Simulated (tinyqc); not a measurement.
What moves the results: quantum-confined Stark effect in a modulator well. A value that a table varies takes the place of the one given here.

Envelopes on cells of 0.5 angstrom over the well |z| < L/2 and 45 angstrom of barrier on each side, psi = 0 beyond, psi'/m continuous (mean mass between points), c = hbar^2/2m0. The electron sees + e F z and the hole - e F z, each with its offset in the barriers; 1 kV/cm = 1e-5 eV/angstrom. Light holes, band mixing and escape by tunnelling are left out.

Exciton: in-plane function exp(-rho/lam), 1/mu = 1/me + 1/mp, E(lam) = c/(mu lam^2) - (q/eps) times the integral over k of Fm(k)(1 + (k lam/2)^2)^(-3/2), Fm(k) the double integral of psi_e^2 psi_h^2 exp(-k |z - z'|), q = e^2/(4 pi eps0); binding Eb = -E at the minimum. Line at Eg + E_e + E_h - Eb, strength proportional to overlap^2/lam^2.

Constants: hbar^2/2m0 = 3.80998211 eV angstrom^2; e^2/(4 pi eps0) = 14.39964547 eV angstrom; hc = 1239.841984 eV nm.

Parameters, chosen for this exercise (near those of a Ge well in SiGe, direct gap; the results hold for these values, not for the real material):
- L = 144 angstrom (well width)
- Vc = 0.384 eV (conduction offset)
- Vv = 0.103 eV (heavy-hole offset)
- me = 0.0427 m0 (electron, well)
- meb = 0.0543 m0 (electron, barrier)
- mh = 0.213 m0 (heavy hole along z, well)
- mhb = 0.23 m0 (heavy hole, barrier)
- Eg = 0.832 eV (gap of the well)
- mp = 0.07 m0 (heavy hole in the plane)
- eps = 15.5 (dielectric constant)
- Fs = (0, 11, 22, 34, 46, 60, 75) kV/cm (fields)
- Ls = (56, 74, 92, 112, 136, 164) angstrom (widths)
- F_L = 46 kV/cm (field for this table)
- F = 46 kV/cm (field)

## Raising the field

All quantities anew; shifts from zero field.

Results:
```
F (kV/cm)  dE_e (meV)  dE_h (meV)  Eb (meV)  line shift (meV)  overlap^2  relative strength
0                0.00        0.00      3.75              0.00      0.999              1.000
11              -0.15       -0.65      3.70             -0.76      0.947              0.930
22              -0.62       -2.48      3.59             -2.94      0.824              0.771
34              -1.47       -5.50      3.45             -6.68      0.669              0.586
46              -2.66       -9.32      3.32            -11.55      0.529              0.433
60              -4.48      -14.48      3.18            -18.40      0.395              0.301
75              -6.91      -20.66      3.04            -26.87      0.287              0.203
```

What does this show, and why?

The line shift grows with exponent 1.95 in F at low field and 1.70 at the end, as the carriers come up against opposite walls and the dipole begins to saturate. The hole gives 81 % of the level shift in the second row and 75 % in the last. The largest shift is 7.2 times the zero-field binding, yet 81 % of the binding survives, since the walls stop the field from pulling the pair apart. Half the strength is gone between 34 and 46 kV/cm.

## Width of the well

Zero-field line, its shift at F_L and the relative strength.

Results:
```
L (angstrom)  line at F = 0 (nm)  Eb (meV)  shift (meV)  relative strength  shift x strength (meV)
56                        1293.6      4.41        -1.11              0.972                    1.08
74                        1349.1      4.26        -2.01              0.934                    1.88
92                        1385.2      4.11        -3.48              0.858                    2.98
112                       1412.0      3.96        -5.89              0.718                    4.23
136                       1433.2      3.80        -9.94              0.504                    5.01
164                       1449.2      3.63       -16.13              0.275                    4.44
```

What does this show?

The shift grows with exponent 2.12 in L over the first two rows and 2.59 over the last two, against 4 for hard walls at second order; leakage lowers it in narrow wells and saturation in wide ones. The strength falls from 0.97 to 0.28, and the product of the two is largest at 136 angstrom.

## What each parameter does

Zero-field line, shift at F, overlap^2 and Eb at F. Each row changes one parameter from the base and keeps the others.

Results:
```
case              line (nm)  shift (meV)  overlap^2  Eb (meV)
base                 1438.5       -11.55      0.529      3.32
L = 134 angstrom     1431.7        -9.55      0.611      3.46
F = 37 kV/cm         1438.5        -7.80      0.632      3.42
Vc = 0.307 eV        1440.5       -11.80      0.520      3.29
Vv = 0.129 eV        1438.2       -11.02      0.551      3.35
me = 0.0491 m0       1442.9       -11.61      0.514      3.50
mh = 0.181 m0        1437.3       -11.24      0.554      3.32
eps = 14             1439.7       -11.45      0.529      3.92
```

What can be read from the table?

The largest shifts from the base row, up to three for each result and ties (the steps differ in size, so this ranks the rows, not the parameters). line (nm): L -6.8, me +4.4, Vc +2.0; unchanged at the printed digits by F. shift (meV): F +3.75, L +2.00, Vv +0.54. overlap^2: F +0.104, L +0.082, mh +0.026; unchanged at the printed digits by eps. Eb (meV): eps +0.60, me +0.18, L +0.15; unchanged at the printed digits by mh.

tinyqc: `OMP_NUM_THREADS=1 python tinyqc.py 1280566 1280567 out.jsonl`; about 0.2 s, one thread, shared Intel(R) Xeon(R) Processor @ 2.30GHz.
